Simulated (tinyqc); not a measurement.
# Solubility, supersaturation, precipitation and gettering of an impurity in a silicon-like host, step by step

A worked calculation. Computed by tinyqc, a small Python program that keeps every step. Command: `OMP_NUM_THREADS=1 python tinyqc.py 3013334 3013335 out.jsonl ripen walk`. One thread of a shared host (Intel(R) Xeon(R) Processor @ 2.30GHz), about 0.01 s of CPU time with the checks. Intermediate numbers are printed to about 7 digits and carried at full precision; extremes and crossings named in words are read from the listed rows.

The wafer was saturated at T1 and is then held at T.

Inputs (values chosen for the exercise, modelled on gold in silicon):
```
quantity                                   value        unit
site density N0                            5e+22      1/cm^3
enthalpy of solution H                      1.95          eV
entropy of solution S                        2.4         k_B
diffusion prefactor D0                   0.00028      cm^2/s
migration energy Q                           1.1          eV
temperature of saturation T1                1200           K
anneal temperature T                         970           K
sink density n                           6.7e+08      1/cm^3
initial sink radius r0                       3.2          nm
impurity density in the precipitate C_p  2.5e+22      1/cm^3
interface energy gamma                      0.79       J/m^2
anneal time t                              18000           s
wafer thickness w                            775  micrometre
```

Gettering: relaxation gettering at sinks.

Constants: k_B = 8.617333262e-05 eV/K; k_B = 1.380649e-23 J/K.

## Solubility, diffusivity, supersaturation

C_eq(T) = N0 exp(S/k_B - H/(k_B T)); D(T) = D0 exp(-Q/(k_B T)); C0 = C_eq(T1). Supersaturation s = C0/C_eq(T); critical radius r* = 2 gamma/(C_p k_B T ln s); barrier W* = (4 pi/3) gamma r*^2. Strain energy is left out.

C0 = 3.561535e+15 1/cm^3

C_eq(T) = 4.071589e+13 1/cm^3

D(T) = 5.394431e-10 cm^2/s

supersaturation s = 87.47285

critical radius r* = 1.055420 nm

W*/(k_B T) = 275.2401

Sinks of radius r0 are above r* and grow. Homogeneous nucleation is out of reach, so only existing sinks act.

## Ham's law for sinks of fixed radius

tau0 = 1/(4 pi n r0 D); C_fixed(t) = C_eq + (C0 - C_eq) exp(-t/tau0). If all excess precipitates, the final radius is r_f = [r0^3 + 3 (C0 - C_eq)/(4 pi n C_p)]^(1/3), with tau_f = 1/(4 pi n r_f D).

tau0 = 688049.5 s

C_fixed(t) = 3.470621e+15 1/cm^3

final radius r_f = 36.89277 nm

tau_f = 59679.95 s

The sinks grow 11.5 times, so the fixed radius underrates the later rate.

## Growing precipitates

Growing sinks: with y = r/r_f and y0 = r0/r_f, dy/dt = (1 - y^3)/(3 tau_f y), which integrates to t/tau_f = F(y) - F(y0), F(y) = (1/2) ln[(1 + y + y^2)/(1 - y)^2] - sqrt(3) arctan[(2y + 1)/sqrt(3)]; the share of the excess left is (1 - y^3)/(1 - y0^3), and C(t) = C_eq + (C0 - C_eq) x share.

radius at t = 16.53700 nm

share of the excess left = 0.9105312

C(t) with growing sinks = 3.246532e+15 1/cm^3

8.9 % of the excess has precipitated.

## Denuded zone

Near a surface held at C_eq(T) the excess decays by out-diffusion over sqrt(D t) and by capture over L_s = sqrt(D tau_f) = (4 pi n r_f)^(-1/2); the shorter length sets the depth from which the surface draws.

sqrt(D t) = 31.16083 micrometre

capture length L_s = 56.73970 micrometre

L_s/w = 0.07321252

In the time given a surface draws only from within about sqrt(D t), which is shorter than L_s; in a longer anneal the sinks would keep this depth to about L_s.

## The best anneal temperature for the time t

C_eq(T) = N0 exp(S/k_B - H/(k_B T)); D(T) = D0 exp(-Q/(k_B T)); C0 = C_eq(T1). r_f = [r0^3 + 3 (C0 - C_eq)/(4 pi n C_p)]^(1/3), tau_f = 1/(4 pi n r_f D).

Dissolved share after t:
```
T (K)       C_eq/C0     tau_f (s)    C(t)/C0
540    9.782290e-11  2.114304e+09  0.9999993
624    2.756340e-08  8.773583e+07  0.9999822
720    3.469288e-06  5.736067e+06  0.9997107
816    1.399755e-04  7.125109e+05  0.9968618
912    2.592973e-03  1.374067e+05  0.9720113
1008   2.754664e-02  3.653858e+04  0.8313550
1092   1.548944e-01  1.445434e+04  0.5681705
1152   4.557902e-01  9.104173e+03  0.5972967
```

The lowest dissolved share among these rows is 0.57 at 1092 K. Above it solubility sets the floor; below it diffusion is too slow for this time. Solubility falls with H = 1.95 eV and diffusion with Q = 1.1 eV.

Checks made by the program: radius against numerical integration (relative difference 2e-10).
